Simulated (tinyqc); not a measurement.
# Density of surface states from the Kelvin-probe reading

Inverse problem. n-type bulk, xi = Ec - EF = Vt ln(Nc/Nd), p0 = ni^2/Nd, ni = sqrt(Nc Nv) exp(-Eg/(2 Vt)), Eg in volts. b is the upward band bending, u = b/Vt. Space charge per area, in units of q: Qc = sign(b) sqrt((2 eps0 eps_r Vt/q) [(Nd + dn)(exp(-u) - 1) + Nd u + (p0 + dn)(exp(u) - 1)]), with dn the excess density under light (flat quasi-Fermi levels; 0 in the dark). The states hold -Ds (E0 - xi - b): negative while the Fermi level lies above the neutrality level. Neutrality: Qc + Qf + (charge of the states) = 0. Work function chi + xi + b; contact potential difference CPD = (work function of the sample) - pt. Find b, Qc and Ds.

Parameters, values chosen for the exercise; band and dielectric values close to those of indium phosphide:
```
symbol,value,unit,meaning
T,300,K,temperature
Eg,1.32,eV,band gap
eps_r,12.6,,relative permittivity
Nc,5.6e17,cm^-3,conduction-band density of states at T
Nv,1.09e19,cm^-3,valence-band density of states at T
chi,4.46,eV,electron affinity
Nd,1e15,cm^-3,donor density
Qf,0,cm^-2,fixed positive charge at the surface
pt,4.77,eV,work function of the probe tip
E0,0.56,eV,depth of their neutrality level below the conduction edge
```

Constants: q = 1.602176634e-19 C, kB = 1.380649e-23 J/K, Vt = kB T/q, eps0 = 8.8541878128e-14 F/cm where lengths are in cm. Results are converted to the units shown.

CPD = 232.03240 mV

Answer. The CPD gives b, b gives Qc, and neutrality gives Ds.

b = 0.378 V
Qc = 7.01e10 cm^-2
Ds = 3.90e12 cm^-2 eV^-1

Computed by the program tinyqc: `OMP_NUM_THREADS=1 python tinyqc.py 2430168 2430169 out.jsonl`, one thread of a shared Intel Xeon 2.30GHz, about 0.01 s for the whole run.
